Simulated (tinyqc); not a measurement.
Thermal stress, cracking, delamination and buckling of a thin film; Griffith cracks and misfitting inclusions: one step, computed by the program tinyqc.

Isotropic linear elasticity; the substrate is much thicker than the film; stress is positive in tension.

Problem. Stress in the film. Thermal strain = (alpha_f - alpha_s)(T_d - T); stress = E/(1 - nu) x strain + intrinsic stress; plane-strain modulus Ebar = E/(1 - nu^2); G0 = stress^2 h/(2 Ebar) is the energy freed per area when a long strip loses its stress across its width.

Inputs (values chosen for the exercise, modelled on a tungsten film on silicon):
```
quantity                     value        unit
film Young's modulus E         391         GPa
film Poisson ratio nu         0.28           -
film expansion alpha_f        4.29      1e-6/K
substrate expansion alpha_s    3.2      1e-6/K
deposition temperature T_d    1275           K
final temperature T            300           K
intrinsic stress              -750         MPa
film thickness h              0.73  micrometre
```

Give: thermal strain; film stress; Ebar; G0.

Solution.

thermal strain = 0.0010627

film stress = -172.87 MPa

Ebar = 424.26 GPa

G0 = 0.025709 J/m^2

The film ends in compression; the thermal part is 577 MPa.
